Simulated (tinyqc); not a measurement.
# From mode Grueneisen parameter gamma back to p/omega_0^2

Model: Raman shift of the zone-centre optical phonon of a diamond-structure crystal under stress. Computed by tinyqc, a small Python program. Command: `OMP_NUM_THREADS=1 python tinyqc.py 3000659 3000660 out.jsonl ramanstress inv`. One thread of a shared host (Intel(R) Xeon(R) Processor @ 2.30GHz), about 0.01 s of CPU time with the checks.

Axes x, y, z are the cube axes. Strain shifts the threefold optical mode and can split it; p, q and r are the phonon deformation potentials.

Inputs (values chosen for the exercise, for a model crystal):
```
quantity,value,unit
unstrained frequency omega_0,564,1/cm
q/omega_0^2,-1.67,-
C11,371,GPa
C12,164,GPa
C44,143,GPa
stress sigma (tension positive),0.094,GPa
```

Stress state: uniaxial. Axis: [210].

Method:
- S11 = (C11 + C12)/D, S12 = -C12/D, D = (C11 - C12)(C11 + 2 C12), S44 = 1/C44.
- Uniaxial stress along the unit vector n of the axis: sigma_ij = sigma n_i n_j.
- eps_xx = S11 sigma_xx + S12 (sigma_yy + sigma_zz), and cyclic; eps_xy = S44 sigma_xy/2 (tensor strain).
- gamma = -(p + 2q)/(6 omega_0^2); the mean of the three shifts is -gamma omega_0 x (volume strain).

Question. A run gave the result below. Find the p/omega_0^2, known to lie between -2.3 and -1.1.

mode Grueneisen parameter gamma = 0.8288333

Answer.

Each step takes the trial c = (a f_b - b f_a)/(f_b - f_a), f being the result less the target; c replaces end b, the old b replaces a if the sign of f changed, and otherwise f_a is halved.

Scan of the range:
```
p/omega_0^2,mode Grueneisen parameter gamma
-2.3,0.940000
-2.1,0.906667
-1.9,0.873333
-1.7,0.840000
-1.5,0.806667
-1.3,0.773333
-1.1,0.740000
```

False position (Illinois rule) inside the bracket:
```
step,end a,end b,trial,mode Grueneisen parameter gamma
1,-1.7,-1.5,-1.63300,0.828833
```

Mode Grueneisen parameter gamma falls at every point of a 13-point scan of the range (every second point is shown), so one value fits; it is bracketed by -1.70 and -1.50. The scan shows a straight line, so linear interpolation between any two rows gives the answer at once. Answer: p/omega_0^2 = -1.633.
